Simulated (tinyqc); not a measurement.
Exchange-split free-electron bands and tunnelling magnetoresistance: sweeps and comparisons. A value that a table varies takes the place of the one given here.

Majority and minority bands E = c k^2/m -/+ Dx/2, c = hbar^2/2m0, so k_up = sqrt(m (EF + Dx/2)/c), k_dn = sqrt(m (EF - Dx/2)/c); n_s = k_s^3/(6 pi^2), D_s = m k_s/(4 pi^2 c).

Barrier: kappa = sqrt(mb phi/c), c = hbar^2/2m0. With a = k1/m, b = k2/m, w = kappa/mb, the transmission at normal incidence is T(k1, k2) = 4 a b w^2/[w^2 (a + b)^2 + (w^2 + a^2)(w^2 + b^2) sinh^2(kappa d)]. Parallel: G_P = T(up, up) + T(dn, dn); antiparallel: G_AP = 2 T(up, dn); TMR = (G_P - G_AP)/G_AP. Julliere: TMR = 2 P^2/(1 - P^2). Slonczewski factor: P_eff = P_k (w^2 - a_up a_dn)/(w^2 + a_up a_dn), P_k = (k_up - k_dn)/(k_up + k_dn).

Constants: hbar^2/2m0 = 3.80998211 eV angstrom^2.

Values chosen for the exercise:
- EF = 3.89 eV (Fermi energy above the mean band bottom)
- Dx = 1.84 eV (exchange splitting)
- m = 1.26 m0 (mass in the electrodes)
- mb = 0.75 m0 (mass in the barrier)
- d = 9.2 angstrom (barrier thickness)
- phi = 2.96 eV (barrier height above EF)

## Barrier height

Results:

| phi (eV) | w (1/angstrom) | P_eff | TMR (%) | G_P |
|---|---|---|---|---|
| 0.20 | 0.265 | -0.1004 | 1.89 | 0.0645 |
| 0.40 | 0.374 | -0.0837 | 1.38 | 0.0236 |
| 0.70 | 0.495 | -0.0630 | 0.79 | 0.00624 |
| 1.0 | 0.592 | -0.0461 | 0.43 | 0.00193 |
| 1.5 | 0.725 | -0.0240 | 0.12 | 0.000345 |
| 2.0 | 0.837 | -0.0071 | 0.01 | 7.61e-05 |
| 3.0 | 1.025 | 0.0171 | 0.06 | 5.59e-06 |
| 4.0 | 1.183 | 0.0336 | 0.23 | 5.91e-07 |
| 6.0 | 1.449 | 0.0545 | 0.60 | 1.30e-08 |
| 10 | 1.871 | 0.0759 | 1.16 | 2.95e-11 |

P_eff vanishes where w^2 = a_up a_dn, at phi = 2.25 eV, inside the table; the lowest TMR listed is 0.01 % at 2 eV. TMR is 1.9 % at the lowest barrier and 1.2 % at the highest, against 2.9 % for Julliere with P_k; P_eff tends to +P_k for very high barriers and to -P_k for very low ones. G_P falls by 9.3 decades.

## Barrier thickness

Results:

| d (angstrom) | kappa d | G_P | G_AP | TMR (%) |
|---|---|---|---|---|
| 1 | 0.763 | 1.16 | 1.15 | 0.84 |
| 2 | 1.527 | 0.335 | 0.334 | 0.27 |
| 3 | 2.290 | 0.0779 | 0.0778 | 0.10 |
| 4 | 3.053 | 0.0172 | 0.0172 | 0.06 |
| 6 | 4.580 | 0.000814 | 0.000814 | 0.05 |
| 8 | 6.107 | 3.84e-05 | 3.84e-05 | 0.05 |
| 10 | 7.633 | 1.81e-06 | 1.81e-06 | 0.05 |
| 13 | 9.923 | 1.86e-08 | 1.86e-08 | 0.05 |
| 16 | 12.213 | 1.91e-10 | 1.91e-10 | 0.05 |
| 20 | 15.267 | 4.25e-13 | 4.25e-13 | 0.05 |

For thick barriers each angstrom costs a factor exp(2 kappa) = 4.60 in both conductances, and TMR settles at 0.05 % (the interface factor, which vanishes at (kappa/mb)^2 = k_up k_dn/m^2, reduces it below the value from the polarisation of k alone); it is within 0.1 point of that from d = 3 angstrom on. At 1 angstrom it is 0.84 %, where the barrier is thin and the mismatch of k_up and k_dn starts to rule, as it does fully for d -> 0.

## Exchange splitting

Dx takes the listed multiples of 2 EF.

Results:

| Dx/(2 EF) | k_up | k_dn | P_k | P_eff | TMR (%) |
|---|---|---|---|---|---|
| 0.10 | 1.1896 | 1.0760 | 0.0501 | 0.0062 | 0.01 |
| 0.20 | 1.2425 | 1.0145 | 0.1010 | 0.0134 | 0.04 |
| 0.35 | 1.3178 | 0.9144 | 0.1807 | 0.0279 | 0.16 |
| 0.50 | 1.3891 | 0.8020 | 0.2679 | 0.0515 | 0.53 |
| 0.65 | 1.4569 | 0.6710 | 0.3693 | 0.0939 | 1.78 |
| 0.80 | 1.5217 | 0.5072 | 0.5000 | 0.1806 | 6.74 |
| 0.90 | 1.5634 | 0.3587 | 0.6268 | 0.3080 | 20.97 |
| 0.97 | 1.5920 | 0.1965 | 0.7803 | 0.5309 | 78.51 |

P_k rises from 0.050 to 0.780, and TMR goes from 0.01 % to 78.5 %, steadily. At Dx = 2 EF the minority band is empty (a half metal) and G_AP vanishes.

## What moves the magnetoresistance

All results formed anew. Each row changes one parameter from the base and keeps the others.

Results:

| case | P_k | P_eff | TMR (%) | G_P |
|---|---|---|---|---|
| base | 0.1200 | 0.0164 | 0.05 | 6.15e-06 |
| Dx = 1.932 eV | 0.1261 | 0.0174 | 0.06 | 6.14e-06 |
| EF = 4.279 eV | 0.1088 | 0.0094 | 0.02 | 6.24e-06 |
| phi = 3.848 eV | 0.1200 | 0.0314 | 0.20 | 8.17e-07 |
| mb = 0.6 m0 | 0.1200 | 0.0292 | 0.17 | 2.60e-05 |
| d = 11.2 angstrom | 0.1200 | 0.0164 | 0.05 | 2.90e-07 |
| m = 1.512 m0 | 0.1200 | 0.0269 | 0.15 | 5.96e-06 |

The largest shifts from the base row, up to three for each result and ties (the steps differ in size, so this ranks the rows, not the parameters). P_k: EF -0.0112, Dx +0.0062; unchanged at the printed digits by phi, mb, d and m. P_eff: phi +0.0151, mb +0.0129, m +0.0106; unchanged at the printed digits by d. TMR (%): phi +0.14, mb +0.12, m +0.09; unchanged at the printed digits by d. G_P: mb +1.99e-05, d -5.86e-06, phi -5.34e-06.

Computed by tinyqc, a small Python program: `OMP_NUM_THREADS=1 python tinyqc.py 1651445 1651446 out.jsonl` (the numbers bound the seed that draws the inputs); one thread of a shared host (Intel(R) Xeon(R) Processor @ 2.30GHz), about 0.01 s for the whole set of steps.
